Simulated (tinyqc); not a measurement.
From results back to parameters: polar nitride quantum well with polarisation fields. Two cases, with inputs chosen for the exercise.

Problem. The field in the well was computed from a hidden polarisation difference.

In a periodic stack without free charge the potential drop over a period vanishes: F_w = (P_b - P_w) Lb/(eps0 (eps_w Lb + eps_b Lw)), F_b = -F_w Lw/Lb, eps0 = 8.8541878e-12 F/m; 1 MV/cm = 1e8 V/m = 0.01 V/angstrom.

Find: P_b - P_w; sheet charge |P_b - P_w|/e, e = 1.602176634e-19 C; F_w for very thick barriers.

Method. P_b - P_w = eps0 F_w (eps_w Lb + eps_b Lw)/Lb; for Lb much larger than Lw the field tends to (P_b - P_w)/(eps0 eps_w).

Case 1.

Values chosen (near those of an InGaN well in GaN; the results hold for these values, not for the real material): Lw = 15 angstrom (well width); Lb = 45 angstrom (barrier width); eps_w = 11.6 (dielectric constant); eps_b = 10.2 (dielectric constant).

F_w = -2.7472 MV/cm

Solution.

P_b - P_w = -0.0365 C/m^2
sheet charge |P_b - P_w|/e, e = 1.602176634e-19 C = 2.28 x 1e13/cm^2
F_w for very thick barriers = -3.552 MV/cm

Case 2.

Values chosen (near those of an InGaN well in GaN; the results hold for these values, not for the real material): Lw = 19 angstrom (well width); Lb = 75 angstrom (barrier width); eps_w = 10.7 (dielectric constant); eps_b = 10.4 (dielectric constant).

F_w = -1.7393 MV/cm

Solution.

P_b - P_w = -0.0205 C/m^2
sheet charge |P_b - P_w|/e, e = 1.602176634e-19 C = 1.28 x 1e13/cm^2
F_w for very thick barriers = -2.168 MV/cm

Computed by tinyqc, one run a case: `OMP_NUM_THREADS=1 python tinyqc.py N N+1 out.jsonl` with N = 1282127, 1282143; one thread of a shared Intel(R) Xeon(R) Processor @ 2.30GHz, about 0.08 s a run at most.
